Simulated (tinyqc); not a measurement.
Inside a calculation. Model: resonant-tunnelling diode, transfer matrices and Tsu-Esaki current.

Program tinyqc, `OMP_NUM_THREADS=1 python tinyqc.py 2600065 2600066 out.jsonl`; Intel Xeon 2.30GHz, shared host, one thread, about 0.2 s. Printed values are rounded.

Emitter (band edge 0), barrier d1, well Lw, barrier d2, spacer ds, collector (edge -V). The bias drops linearly over these layers and none in the contacts; each layer is cut into ns equal slices, flat at the value of their centres. E is the energy of motion across the layers, C = hbar^2/(2 m0), psi and psi'/m are continuous. Transport is coherent, T(E) is taken as independent of the transverse momentum, and charge in the well is ignored.

Parameters, values chosen for the exercise; masses and offsets of a made-up heterostructure:
```
symbol    value  unit                                               meaning
T           150     K                                           temperature
mw        0.025    m0                 mass in the well, spacer and contacts
U1          1.5    eV                                        barrier height
m1         0.16    m0                                          barrier mass
d1          0.8    nm                                       emitter barrier
Lw          3.8    nm                                            well width
d2          0.8    nm                                     collector barrier
ns            3                                        slices in each layer
ds          2.7    nm            undoped spacer after the collector barrier
Ef         0.21    eV  Fermi energy of both contacts above their band edges
V          0.22     V                                 bias of the collector
E       0.19175    eV                                          trial energy
```

Constants: q = 1.602176634e-19 C, kB = 1.380649e-23 J/K, hbar = 1.054571817e-34 J s, m0 = 9.1093837015e-31 kg, Vt = kB T/q, hbar^2/(2 m0) = 0.0380998212 eV nm^2. Results are converted to the units shown.

## Slices under bias

U = edge of the layer - V x/Lt at the centre x of each slice, Lt the summed thickness.

```
slice,U (eV),m (m0),width (nm)
0,1.496379,0.16,0.2666667
1,1.489136,0.16,0.2666667
2,1.481893,0.16,0.2666667
3,-0.038930,0.025,1.266667
4,-0.073333,0.025,1.266667
5,-0.107737,0.025,1.266667
6,1.371440,0.16,0.2666667
7,1.364198,0.16,0.2666667
8,1.356955,0.16,0.2666667
9,-0.158889,0.025,0.9
10,-0.183333,0.025,0.9
11,-0.207778,0.025,0.9
```

## Running product of the slice matrices at the trial energy

For the pair (psi, psi'/m) a flat layer has M = [[cos kd, (m/k) sin kd], [-(k/m) sin kd, cos kd]] with k = sqrt(m (E - U)/C) above its edge U, and M = [[cosh Kd, (m/K) sinh Kd], [(K/m) sinh Kd, cosh Kd]] with K = sqrt(m (U - E)/C) below it. Later slices stand to the left. With M acting on (psi, psi'/m) and v = k/m in each lead, T(E) = 4 vL vR/[(vL vR M12 - M21)^2 + (vR M11 + vL M22)^2]. vL = sqrt(mw E/C)/mw, vR = sqrt(mw (E + V)/C)/mw.

Product after each layer:
```
,M11,M12 (nm),M21 (1/nm),M22
barrier d1,3.318687,0.2164883,46.07428,3.306893
well,2.901799,0.2073514,-58.84092,-3.859933
barrier d2,-3.334810,-0.1670793,-62.93282,-3.452902
spacer,-3.924224,-0.2113183,51.40616,2.513379
```

T(E) = 0.07841862

## Transmission at three energies near the peak

three energies (eV): [0.148519, 0.157619, 0.166719]

The same product at each energy.

T(E) at these energies: [0.3241221, 0.9005519, 0.6354413]

## Breit-Wigner parameters from a parabola through 1/T(E)

Near a resonance 1/T(E) = (1/Tp) [1 + (2 (E - Er)/G)^2]. With y = 1/T(E) at E0 - h, E0, E0 + h: a = (y1 + y3 - 2 y2)/(2 h^2), b = (y3 - y1)/(2 h), Er = E0 - b/(2 a), 1/Tp = y2 - b^2/(4 a), G = 2 sqrt(1/(Tp a)), tau = hbar/G.

Er = 0.1604399 eV
Tp = 1.006754
G = 16.42852 meV
tau = 40.06521 fs

The true maximum of T(E) lies at 0.16027 eV with height 0.9900 and full width 16.97 meV; the fitted G is 3.2 % below that width.

## Current from the resonance alone

J = J0 times the integral over E > 0 of T(E) N(E), N = ln[(1 + exp((Ef - E)/Vt))/(1 + exp((Ef - V - E)/Vt))], J0 = q^2 mw m0 kB T/(2 pi^2 hbar^3) (times 1e-4 for A/cm^2 per eV). For a sharp resonance J = J0 (pi G/2) Tp N(Er), with Er the peak energy, Tp the peak transmission and G the full width at half maximum (in eV). The three values given are estimates from a parabola through three points of 1/T(E).

J0 = 5.229572e6 A/(cm^2 eV)
N(Er) = 3.855532
J = 523.8320 kA/cm^2

The full integral over T(E) gives 498.4 kA/cm^2; the value above is 5.1 % above it. With the exact position, height and width of the peak (Er = 0.16027 eV, Tp = 0.9900, G = 16.97 meV) the formula is 7.1 % above it.
